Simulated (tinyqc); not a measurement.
Field-effect mobility of a thin-film transistor with band-tail and deep states (multiple trapping). From one set of inputs to another, one input at a time. Computed by tinyqc, a small Python program. Command: `OMP_NUM_THREADS=1 python tinyqc.py 3008278 3008279 out.jsonl tft ladder`. One thread of a shared host (Intel(R) Xeon(R) Processor @ 2.30GHz), about 0.2 s of CPU time with the checks.

A thick film in accumulation at small drain voltage. Only free electrons move; trapped ones still screen the gate. N_c and mu_0 are held fixed when T changes, leaving out the T^(3/2) growth of N_c. x = E_0 - psi is the distance of the Fermi level below the band edge.

The inputs printed are set A. Set A is modelled on amorphous In2O3; the values taken over come from a set modelled on polycrystalline silicon. Inputs not listed in the table keep their values of set A, so the rows need not describe a real material.

Inputs (values chosen for the exercise, modelled on amorphous In2O3): permittivity eps = 9; effective density of states N_c = 4.1e+18 1/cm^3; band mobility mu_0 = 49 cm^2/(V s); tail density at the edge g_t = 4.4e+19 1/(eV cm^3); tail width E_t = 19 meV; flat-band Fermi level below the edge, E_0 = 0.38 eV; equivalent oxide thickness t = 86 nm; surface band bending psi_s as a fraction of E_0 = 0.71; temperature T = 350 K.

Deep states: none.

Constants: k_B = 8.617333262e-05 eV/K; e = 1.602176634e-19 C; eps_0 = 8.8541878128e-12 F/m.

Method:
- F_j(eta) = int_0^infinity x^j/(1 + exp(x - eta)) dx, without a gamma-function factor.
- Integrals over x = E/(k_B T) use 160 Gauss-Legendre points in u = sqrt(x) from 0 to sqrt(max(eta, 0) + 32).
- Free n(x) = N_c (2/sqrt(pi)) F_1/2(-x/k_B T), with F_1/2 from its two-term series in exp(-x/k_B T) for x >= 12 k_B T; tail n_t(x) = int_0^1.2eV g_t exp(-E/E_t)/(1 + exp((x - E)/k_B T)) dE, E counted down from the edge, 120 Gauss-Legendre points; space charge rho(psi) = n + n_t less its value at psi = 0.
- Poisson: F(psi) = sqrt((2 e/(eps eps_0)) int_0^psi rho dpsi'); V_G - V_FB = psi_s + eps F(psi_s) t/3.9; free sheet density N_f = int (n - n(E_0))/F dpsi; induced sheet density N_i = eps eps_0 F(psi_s)/e; trapezoid rule on 301 even points in psi, the first interval left out of N_f.
- mu_eff = mu_0 N_f/N_i; field-effect mobility mu_FE = mu_0 e (dN_f/dV_G)/C_ox and swing S = dV_G/dlog10(N_f), by a central difference of +/- 2 mV in psi_s; C_ox = 3.9 eps_0/t.

Each row keeps all changes above it:
```
input moved                                    from       to  swing S (mV/decade)  free sheet density N_f (1/cm^2)  field-effect mobility mu_FE (cm^2/(V s))
set A                                             -        -                 2064                        1.443e+11                                     31.50
tail density at the edge g_t (1/(eV cm^3))  4.4e+19  6.6e+20                 4426                        6.004e+10                                      6.11
equivalent oxide thickness t (nm)                86      130                 6621                        6.004e+10                                      6.17
effective density of states N_c (1/cm^3)    4.1e+18  2.6e+19                 8763                        3.002e+11                                     23.32
tail width E_t (meV)                             19       34                10277                        1.546e+11                                     10.24
permittivity eps                                  9     11.7                11701                        1.763e+11                                     10.26
temperature T (K)                               350      250                 5833                        3.519e+10                                      4.11
band mobility mu_0 (cm^2/(V s))                  49      170                 5833                        3.519e+10                                     14.25
```

Which inputs carry the difference?

Swing S goes from 2060 to 5830, a factor 2.83 in all. The largest single move comes from tail density at the edge g_t (a factor 2.14), and temperature T works against it (a factor 0.498). Free sheet density N_f goes from 1.44e11 to 3.52e10, a factor 0.244 in all. The largest single move comes from temperature T (a factor 0.200), and effective density of states N_c works against it (a factor 5.00). Field-effect mobility mu_FE goes from 31.5 to 14.3, a factor 0.453 in all. The largest single move comes from tail density at the edge g_t (a factor 0.194), and effective density of states N_c works against it (a factor 3.78). The single moves hold for this order of the switches; the total does not depend on the order.

Extremes, crossings and ranges named in words are read from the listed rows.
